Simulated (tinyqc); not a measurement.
# Changing the frequency nu_O

Model: quasi-harmonic thermal expansion with mode Grueneisen parameters. Computed by tinyqc, a small Python program. Command: `OMP_NUM_THREADS=1 python tinyqc.py 3001938 3001939 out.jsonl qha sweep`. One thread of a shared host (Intel(R) Xeon(R) Processor @ 2.30GHz), about 0.06 s of CPU time with the checks.

A crystal with two atoms a cell; per atom there are 1 transverse acoustic (TA), 1/2 longitudinal acoustic (LA) and 3/2 optical (O) modes. Every frequency of group i scales as nu_i (V/V0)^(-gamma_i). Each group has one frequency. Static energy: E = (9 V0 B0/16) [y^3 B' + y^2 (2 - 4 y)], y = (V0/V)^(2/3) - 1, with pressure P_s = (3 B0/2) (z^7 - z^5) [1 + (3/4)(B' - 4)(z^2 - 1)], z = (V0/V)^(1/3).

Inputs (values chosen for the exercise, for a model crystal): static volume V0 = 15.7 angstrom^3/atom; static bulk modulus B0 = 124 GPa; static B' = 4.51; frequency nu_TA = 7.03 THz; frequency nu_LA = 11.1 THz; Grueneisen parameter gamma_TA = -0.71; Grueneisen parameter gamma_LA = 1.8; Grueneisen parameter gamma_O = 1.5; temperature T = 200 K; step factor f = 0.8.

Acoustic groups: Einstein.

Constants: h x 1 THz = 4.135667696 meV; k_B = 8.617333262e-05 eV/K; 1 eV/angstrom^3 = 160.2176634 GPa.

Method:
- For a mode with x = h nu/(k_B T), n = 1/(exp(x) - 1): U = h nu (n + 1/2), C/k_B = x^2 n (n + 1); U_i and C_i sum these over group i with its weight per atom.
- Phonon pressure P_ph = sum_i gamma_i U_i/V.
- gamma_th = sum gamma_i C_i / sum C_i; volume expansion coefficient alpha_V = gamma_th C k_B/(B0 V0); linear coefficient alpha_V/3; first-order volume change P_ph/B0.
- Start at V0 and step V(new) = V [1 + f (P_s + P_ph)/B0]; stop when |P_s + P_ph| < 1e-8 GPa, after 60 steps, or when V leaves 0.7 to 1.3 V0.
- B_T = -V d(P_s + P_ph)/dV at fixed T (central difference, step 1e-4 V); alpha_V = sum gamma_i C_i k_B/(B_T V), all at V(T); the linear coefficient is alpha_L = alpha_V/3.
- C_P - C_V = alpha_V^2 B_T V T; the optical frequency is nu_O (V/V0)^(-gamma_O).
- At T = 0, U_i is the zero-point energy (h nu/2 a mode); solve P_s + P_ph = 0.

One run for each value; columns: (1) frequency nu_O (THz); (2) zero-point volume change (%); (3) linear expansion coefficient (ppm/K); (4) gamma_th at V0; (5) volume change from V0 (%):
```
(1)      (2)      (3)       (4)     (5)
11.1  0.5095   2.9867   0.63881  0.5622
13.9  0.6168   2.2172   0.52935  0.6449
17.5  0.7548   1.4053   0.37956  0.7639
22.0  0.9274   0.7145   0.21171  0.9245
27.7  1.1463   0.2486   0.06906  1.1373
34.9  1.4231   0.0213  -0.01133  1.4120
43.9  1.7696  -0.0493  -0.03901  1.7583
55.2  2.2056  -0.0552  -0.04467  2.1946
```

Describe and explain the trends.

Over the rows, zero-point volume change (%) rises from 0.510 to 2.21 (exponent d ln y / d ln x 0.85 between the first rows and 0.96 between the last); linear expansion coefficient (ppm/K) falls from 2.99 to -0.0552; gamma_th at V0 falls from 0.639 to -0.0447. A stiffer optical group stores more zero-point energy, which pushes the volume up in proportion to gamma_O nu_O, but it freezes out of the heat capacity and so adds less to alpha at this T.
